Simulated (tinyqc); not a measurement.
Reflectance at normal incidence against thickness.

Normal incidence on air, film (n1) and substrate (N2 = n2 - i k2): r01 = (1 - n1)/(1 + n1), r12 = (n1 - N2)/(n1 + N2), amplitude (r01 + r12 X)/(1 + r01 r12 X), X = exp(-4 pi i n1 d/lam), R its squared modulus, phase from 0 to 360 degrees.

Values chosen for this exercise: wavelength lam = 632.8 nm; index of the transparent film n1 = 1.471; index of the substrate n2 = 3.882; extinction coefficient of the substrate k2 = 0.019.

Reflectance at normal incidence against thickness:
```
d (nm)  R (%)  phase of the reflected amplitude (degrees)
0       34.85                                       179.8
28      31.67                                       149.8
55      23.22                                       115.9
82      12.79                                       68.62
110     8.132                                       352.1
138     14.63                                       280.6
165     25.17                                       236.9
192     32.73                                       204.4
220     34.75                                       174.7
```

R goes from 34.9 through a minimum of 8.13 (at d = 110 nm among the rows listed) to 34.7 %. At a quarter wave, d = 108 nm, R = 8.08 %; for a transparent substrate it would vanish for n1 = sqrt(n2) = 1.97.

Computed by the program tinyqc: `OMP_NUM_THREADS=1 python tinyqc.py 2870192 2870193 out.jsonl`, one thread of a shared Intel Xeon 2.30GHz, about 0.01 s for the whole run.
